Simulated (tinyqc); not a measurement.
Inside a calculation. Model: charge stability of a double quantum dot, constant-interaction model with a charge sensor.

Computed by the program tinyqc: `OMP_NUM_THREADS=1 python tinyqc.py 2470005 2470006 out.jsonl`, one thread of a shared Intel Xeon 2.30GHz, about 0.01 s for the whole run. Printed values are rounded.

Capacitance matrix C = [[C1, -Cm], [-Cm, C2]], C1 = G1 + X1 + Cm + L1, C2 = G2 + X2 + Cm + L2. Gate charges n1 = (G1 V1 + X1 V2)/q, n2 = (X2 V1 + G2 V2)/q. The state (N1, N2) has U = (1/2) d^T E d with d = (N1 - n1, N2 - n2) and E = q^2 C^(-1). Leads at 0 V; no tunnel coupling, spin or level spacing. The sensor reads s1 <N1> + s2 <N2>.

Inputs (values chosen for the exercise):
```
symbol  value  unit                    meaning
G1         23    aF            gate 1 to dot 1
G2         21    aF            gate 2 to dot 2
X1        5.9    aF            gate 2 to dot 1
X2       0.89    aF            gate 1 to dot 2
Cm         28    aF           between the dots
L1        120    aF  dot 1 to leads and ground
L2         67    aF  dot 2 to leads and ground
s1       0.71           sensor weight of dot 1
s2       0.43           sensor weight of dot 2
T        0.63     K                temperature
V1       7.47    mV          voltage of gate 1
V2       3.69    mV          voltage of gate 2
```

Constants: q = 1.602176634e-19 C, kB = 1.380649e-23 J/K, Vt = kB T/q. Results are converted to the units shown.

## Charging energies and lever arms

E = q^2 C^(-1) holds EC1, EC2 on the diagonal and ECm off it; the lever arms are A = C^(-1) [[G1, X1], [X2, G2]] (row: dot, column: gate).

C (aF):
```
       1       2
1  176.9     -28
2    -28  116.89
```

E (meV):
```
          1         2
1  0.941389  0.225502
2  0.225502  1.424687
```

lever arms (eV/V):
```
           1          2
1  0.1363935  0.0642234
2  0.0402859  0.1950403
```

gate charges: n1 1.208238, n2 0.525150

ECm is 19.5 % of the geometric mean of EC1 and EC2.

## Energies and occupation of the charge states

U for N1, N2 = 0, 1, 2; p is proportional to exp(-U/kB T), normalised over these nine states.

```
state   U (meV)          p
(0,0)  1.026672  0.0000001
(0,1)  0.718381  0.0000271
(0,2)  1.834778  0.0000000
(1,0)  0.241523  0.1768216
(1,1)  0.158734  0.8124868
(1,2)  1.500632  0.0000000
(2,0)  0.397762  0.0099466
(2,1)  0.540475  0.0007178
(2,2)  2.107876  0.0000000
```

mean charges: <N1> 1.010637, <N2> 0.813232
sensor signal = 1.067242

The ground state is (1,1), 0.0828 meV (1.52 kB T) below (1,0).

## Triple points

The states (0,0), (1,0), (0,1) meet where E n = (EC1/2, EC2/2), and (1,1), (1,0), (0,1) where E n = (EC1/2 + ECm, EC2/2 + ECm); the gate voltages follow from n.

gate charges:
```
                       n1         n2
electron point  0.3952138  0.4374450
hole point      0.6047862  0.5625550
```

gate voltages (mV):
```
                      V1        V2
electron point  1.917775  3.256171
hole point      3.146153  4.158627
```

distance between the points = 1.524251 mV

The line between the two points is the (1,0)-(0,1) transition, where an electron moves from dot to dot.
